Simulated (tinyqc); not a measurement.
# Germanium share from the critical thickness

Question. Critical thickness (Matthews-Blakeslee, 60-degree dislocations): h = bv (1 - nu/4)[ln(h/bv) + 1]/(4 pi e_par (1 + nu)), nu = c12/(c11 + c12). e_par = b1 x. Find e_par and x.

Inputs (values chosen for the exercise):
```
symbol   value  unit                      meaning
b1      0.0418        lattice mismatch per unit x
c11        163   GPa             elastic constant
c12       62.9   GPa             elastic constant
bv       0.384    nm               Burgers vector
```

critical thickness = 8.3465029 nm

Solution. For given h the relation is explicit in the strain.

e_par = 1.087 %
x = 0.2600

Numbers from tinyqc (`OMP_NUM_THREADS=1 python tinyqc.py 2530047 2530048 out.jsonl`; about 0.02 s on one thread of a shared Intel Xeon 2.30GHz).
